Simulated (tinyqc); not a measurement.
## Ideality, resistance and saturation current from three points

Question. Well above I0 a diode obeys V = n Vt ln(I/I0) + Rs I. Find n, Rs and I0.

Values chosen for this exercise:

| symbol | value | unit | meaning |
|---|---|---|---|
| T | 300 | K | temperature |

Constants: q = 1.602176634e-19 C, kB = 1.380649e-23 J/K, Vt = kB T/q. Results are converted to the units shown.

I (A): [0.0009, 0.0091, 0.093]
V (V): [0.52482619, 0.60582325, 0.83851878]

Answer. The equation is linear in a = n Vt, Rs and c = -a ln I0; three points give a 3 x 3 system.

n = 1.080
Rs = 2.000 ohm
I0 = 6.586e-12 A

Numbers from tinyqc (`OMP_NUM_THREADS=1 python tinyqc.py 2640058 2640059 out.jsonl`; about 0.01 s on one thread of a shared Intel Xeon 2.30GHz).
